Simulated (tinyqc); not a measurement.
Inside a calculation (part 2 of 2). Method: RHF in the 6-31g basis, for H3-, spin multiplicity 1. The basis has no diffuse functions, so it cannot describe the extra electron: this is an exercise in the method, not the real anion. Computed by tinyqc, a small Python program that keeps every step (integrals from PySCF). Command: `OMP_NUM_THREADS=1 python tinyqc.py 21250 21251 out.jsonl` (the two numbers bound the seeds that draw the settings). One thread of a shared host (Intel(R) Xeon(R) Processor @ 2.60GHz), about 0.07 s of CPU time with the checks.

Geometry (angstrom):
```
atom         x         y          z
H     0.000000  0.000000   0.000000
H     0.000000  0.000000   1.286000
H     0.000000  0.000000  -1.286000
```

## Iteration 8 (converged): orbitals

converged F (hartree), order 1H 1s, 1H 2s, 2H 1s, 2H 2s, 3H 1s, 3H 2s:
$$\begin{pmatrix}
0.452594 & -0.199815 & -0.210127 & -0.208020 & -0.210127 & -0.208020 \\
-0.199815 & -0.064170 & -0.209370 & -0.128771 & -0.209370 & -0.128771 \\
-0.210127 & -0.209370 & 0.451652 & -0.213828 & 0.015335 & -0.036701 \\
-0.208020 & -0.128771 & -0.213828 & -0.033306 & -0.036701 & -0.072143 \\
-0.210127 & -0.209370 & 0.015335 & -0.036701 & 0.451652 & -0.213828 \\
-0.208020 & -0.128771 & -0.036701 & -0.072143 & -0.213828 & -0.033306
\end{pmatrix}$$

X, order 1H 1s, 1H 2s, 2H 1s, 2H 2s, 3H 1s, 3H 2s:
$$\begin{pmatrix}
1.274322 & -0.583142 & 0.015674 & 0.058581 & 0.015674 & 0.058581 \\
-0.583142 & 1.998488 & 0.020624 & -0.658437 & 0.020624 & -0.658437 \\
0.015674 & 0.020624 & 1.254705 & -0.502277 & -0.008716 & 0.017877 \\
0.058581 & -0.658437 & -0.502277 & 1.569812 & 0.017877 & 0.183490 \\
0.015674 & 0.020624 & -0.008716 & 0.017877 & 1.254705 & -0.502277 \\
0.058581 & -0.658437 & 0.017877 & 0.183490 & -0.502277 & 1.569812
\end{pmatrix}$$

Diagonalise F' = X^T F X, C = X C', fill 2 alpha and 2 beta electrons from the bottom; D = 2 C_occ C_occ^T. Each column has its largest component positive (the first on a tie).

F' = X^T F X (hartree):
$$\begin{pmatrix}
0.955047 & -0.606390 & -0.088297 & -0.080627 & -0.088297 & -0.080627 \\
-0.606390 & 0.619808 & -0.119530 & -0.188654 & -0.119530 & -0.188654 \\
-0.088297 & -0.119530 & 0.957939 & -0.617959 & 0.018162 & 0.054944 \\
-0.080627 & -0.188654 & -0.617959 & 0.451657 & 0.054944 & 0.003513 \\
-0.088297 & -0.119530 & 0.018162 & 0.054944 & 0.957939 & -0.617959 \\
-0.080627 & -0.188654 & 0.054944 & 0.003513 & -0.617959 & 0.451657
\end{pmatrix}$$

orbital energies (hartree): MO1 -0.226280, MO2 -0.022437, MO3 0.476149, MO4 1.323711, MO5 1.410358, MO6 1.432545

coefficients C, order 1H 1s, 1H 2s, 2H 1s, 2H 2s, 3H 1s, 3H 2s:
$$\begin{pmatrix}
0.229959 & 0.000000 & 0.232910 & 0.438564 & 0.000000 & -1.292996 \\
0.316399 & 0.000000 & 1.368278 & -0.135420 & 0.000000 & 1.792012 \\
0.164392 & 0.210574 & -0.083776 & 0.873701 & 0.942897 & 0.311189 \\
0.284308 & 0.592542 & -0.941774 & -0.709115 & -0.863202 & -0.787854 \\
0.164392 & -0.210574 & -0.083776 & 0.873701 & -0.942897 & 0.311189 \\
0.284308 & -0.592542 & -0.941774 & -0.709115 & 0.863202 & -0.787854
\end{pmatrix}$$

D after iteration 8, order 1H 1s, 1H 2s, 2H 1s, 2H 2s, 3H 1s, 3H 2s:
$$\begin{pmatrix}
0.105762 & 0.145518 & 0.075607 & 0.130759 & 0.075607 & 0.130759 \\
0.145518 & 0.200217 & 0.104027 & 0.179910 & 0.104027 & 0.179910 \\
0.075607 & 0.104027 & 0.142732 & 0.343024 & -0.034633 & -0.156072 \\
0.130759 & 0.179910 & 0.343024 & 0.863874 & -0.156072 & -0.540549 \\
0.075607 & 0.104027 & -0.034633 & -0.156072 & 0.142732 & 0.343024 \\
0.130759 & 0.179910 & -0.156072 & -0.540549 & 0.343024 & 0.863874
\end{pmatrix}$$

## Convergence

Stop when the energy changes by less than 1e-09 hartree and every element of the error matrix X^T (F D S - S D F) X is below 9e-06.

Course of the cycle:
```
iteration  E (hartree)     change  largest element of the error matrix
1          -1.34981969          -                             3.13e-01
2          -1.54187286  -1.92e-01                             3.03e-02
3          -1.54480343  -2.93e-03                             5.11e-03
4          -1.54488442  -8.10e-05                             1.21e-03
5          -1.54488779  -3.37e-06                             2.82e-04
6          -1.54488796  -1.69e-07                             6.56e-05
7          -1.54488797  -9.02e-09                             1.52e-05
8          -1.54488797  -4.89e-10                             3.53e-06
```

PySCF RHF in the same basis = -1.54488797 hartree

Converged in 8 iterations.

## Populations, bond orders and dipole

overlap S, order 1H 1s, 1H 2s, 2H 1s, 2H 2s, 3H 1s, 3H 2s:
$$\begin{pmatrix}
1.000000 & 0.658292 & 0.112311 & 0.303047 & 0.112311 & 0.303047 \\
0.658292 & 1.000000 & 0.303047 & 0.621115 & 0.303047 & 0.621115 \\
0.112311 & 0.303047 & 1.000000 & 0.658292 & 0.000346 & 0.029863 \\
0.303047 & 0.621115 & 0.658292 & 1.000000 & 0.029863 & 0.148830 \\
0.112311 & 0.303047 & 0.000346 & 0.029863 & 1.000000 & 0.658292 \\
0.303047 & 0.621115 & 0.029863 & 0.148830 & 0.658292 & 1.000000
\end{pmatrix}$$

Mulliken: Z minus the diagonal of D S on the atom; Loewdin: the same with S^(1/2) D S^(1/2); Mayer order: 2 sum_s sum (D(s) S)_ij (D(s) S)_ji over the two atoms.

Charges (e):
```
atom   Mulliken    Loewdin
1H     0.119660   0.091513
2H    -0.559830  -0.545756
3H    -0.559830  -0.545756
```

Mayer bond orders:
```
pair     order
2-1   0.492841
3-1   0.492841
3-2   0.162298
```

dipole moment about the origin, x y z (debye): [0.000000, 0.000000, 0.000000]
